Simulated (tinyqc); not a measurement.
Six-band k.p model of the valence band of a wurtzite crystal, step by step. Values are carried at full precision from step to step, so a last printed digit may differ when a step is redone from the rounded ones.

At k = 0: E1 = D1c + D2c + Te + Le (pure HH); E2, E3 = Le + u +/- sqrt(u^2 + 2 D3c^2), u = (D1c - D2c + Te)/2, D1c = Dcr, D2c = D3c = Dso/3. The weight of LH in state 2 is fL = (E2 - Le)^2/((E2 - Le)^2 + 2 D3c^2). Relative strengths of transitions to the conduction band: for E perpendicular to c (TE) 1/2, fL/2, (1 - fL)/2; for E along c (TM) 0, 1 - fL, fL, with one momentum element for both directions.

Constants: hc = 1239.841984 eV nm; hbar^2/2m0 = 3.80998211 eV angstrom^2.

Values chosen for the exercise (of the order of those of hexagonal CdSe; not measured data): Dcr = 0.0343 eV (crystal-field splitting); Dso = 0.4042 eV (spin-orbit splitting); e_par = -0.0122 (exx = eyy of a c-plane layer); D1 = -0.98 eV; D2 = 1.05 eV; D3 = 4.14 eV; D4 = -2.23 eV; C13 = 41 GPa; C33 = 86 GPa; Eg = 1.839 eV (direct gap at Gamma from the top of the unstrained valence band); a1 = -0.78 eV (gap potential along c); a2 = -3.56 eV (gap potential in the plane); A1 = -5.09; A2 = -0.44; A3 = 4.57; A4 = -1.32; A5 = -1.3; A6 = -0.43; kt = 0.07 1/angstrom (in-plane wave vector); kz = 0 1/angstrom (wave vector along c); kmax = 0.05 1/angstrom (end of the path).

## Edges without strain

Set Le = Te = 0.

E1, E2, E3 without strain (eV): 0.1690  0.1468  -0.2473

fL = 0.3726

edges from the top (eV): 0.0000  -0.0222  -0.4163

The top is state 1 (HH), TE light alone.

## Strain terms

Strain of a c-plane layer: exx = eyy = e_par, ezz = -2 (C13/C33) e_par; Le = D1 ezz + D2 (exx + eyy), Te = D3 ezz + D4 (exx + eyy).

Form ezz, Le and Te.

ezz = 0.011633
Le (strain shift of all three valence states) = -0.03702 eV
Te (further shift of HH and LH) = 0.10257 eV

## Edges and polarisation under strain

Use Le and Te.

E1, E2, E3 under strain (eV): 0.2346  0.1546  -0.2265

fL = 0.5028

Relative strengths:
```
state,TE,TM
1,0.500,0.000
2,0.251,0.497
3,0.249,0.503
```

The top is state 1 (HH), TE light alone; the next state lies 80.0 meV lower.

## Transition energies

Conduction edge: Ec = (top of the unstrained valence band) + Eg + (a1 + D1) ezz + (a2 + D2)(exx + eyy).

Ec minus each strained valence edge (state 1 is HH, states 2 and 3 are mixtures of LH and CH); wavelength hc/E of the lowest.

Ec = 2.0488 eV

transitions to states 1, 2, 3 (eV): 1.8142  1.8942  2.2753

wavelength = 683.4 nm

Strain moves the lowest transition by -25 meV. The deformation potentials of this set are rough, and this small net shift can differ from measurement even in sign.

## The block at one k

Block form of the six-band Hamiltonian (electron energies, z along c, kt the in-plane wave vector, c0 = hbar^2/2m0): H = [[F, K, -iW], [K, G, D - iW], [iW, D + iW, L]] in the basis HH, LH, CH; the other block is its conjugate and has the same levels. F = D1c + D2c + L + T, G = D1c - D2c + L + T, D = sqrt(2) D3c, with D1c = Dcr, D2c = D3c = Dso/3; L = c0 (A1 kz^2 + A2 kt^2) + Le, T = c0 (A3 kz^2 + A4 kt^2) + Te, K = c0 A5 kt^2, W = c0 A6 kt kz. The zero of energy is the CH state without spin-orbit coupling and strain; the term linear in k is left out.

Fill in the matrix.

H(k) (eV), lower triangle:
```
,HH,LH,CH
HH,0.2017
LH,-0.0243,-0.0677
CH,0,0.1905,-0.0452
```

## Levels and weights

H is one of the two 3 x 3 blocks into which the six-band matrix falls, in the basis HH, LH, CH of the unmixed zone-centre states. Diagonalise it.

levels from the top (eV): 0.2063  0.1305  -0.2481

weights:
```
,top,second,third
HH,0.948,0.051,0.002
LH,0.033,0.436,0.530
CH,0.019,0.513,0.468
```

## Bands in the plane and along c

Six points from 0 to kmax each way.

Levels (eV):
```
|k| (1/angstrom),"top, in plane",second,third,"top, along c","second, along c","third, along c"
0.000,0.2346,0.1546,-0.2265,0.2346,0.1546,-0.2265
0.010,0.2339,0.1542,-0.2269,0.2344,0.1535,-0.2276
0.020,0.2319,0.1529,-0.2282,0.2338,0.1504,-0.2308
0.030,0.2287,0.1507,-0.2303,0.2328,0.1452,-0.2363
0.040,0.2243,0.1475,-0.2333,0.2314,0.1381,-0.2442
0.050,0.2190,0.1432,-0.2372,0.2296,0.1292,-0.2546
```

Along c the HH state has the mass -1/(A1 + A3) = 1.92 and the CH state -1/A1 = 0.196; in the plane, far from the edge, the masses tend to -1/(A2 + A4 - A5) = 2.17, -1/(A2 + A4 + A5) = 0.327 and -1/A2 = 2.27.

## Checks

- Closed-form edges against the diagonalisation at k = 0: they agree to 1e-10 or better.

(tinyqc, `OMP_NUM_THREADS=1 python tinyqc.py 1081272 1081273 out.jsonl`, Intel(R) Xeon(R) Processor @ 2.30GHz, 1 thread, shared host, about 0.01 s.)
